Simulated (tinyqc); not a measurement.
From results back to parameters: special k points of the square lattice. Four cases, with inputs chosen for the exercise.

Problem. E(k) = -sqrt(D^2 + (e0 - t A_1(k))^2) with A_1 = 4 at Gamma and A_1 = 0 at b1/2; t > 0 and D > 0 are hidden.

Find: t; D.

Method. The difference of the squares is 16 t^2 - 8 e0 t; it is positive, so the quadratic has one positive root t; D^2 follows from either energy.

Case 1.

Values chosen: e0 = 0.93 eV (offset).
E at Gamma = -3.162420 eV
E at b1/2 = -2.950407 eV

Solution.

t = 0.600 eV
D = 2.800 eV

Case 2.

Values chosen: e0 = 0.61 eV (offset).
E at Gamma = -2.291070 eV
E at b1/2 = -1.721685 eV

Solution.

t = 0.560 eV
D = 1.610 eV

Case 3.

Values chosen: e0 = 0.92 eV (offset).
E at Gamma = -2.418595 eV
E at b1/2 = -2.201454 eV

Solution.

t = 0.570 eV
D = 2.000 eV

Case 4.

Values chosen: e0 = 0.99 eV (offset).
E at Gamma = -2.942686 eV
E at b1/2 = -1.907092 eV

Solution.

t = 0.860 eV
D = 1.630 eV

Computed by tinyqc, one run a case: `OMP_NUM_THREADS=1 python tinyqc.py N N+1 out.jsonl` with N = 1650368, 1650903, 1651130, 1651483; one thread of a shared Intel(R) Xeon(R) Processor @ 2.30GHz, about 0.1 s a run at most.
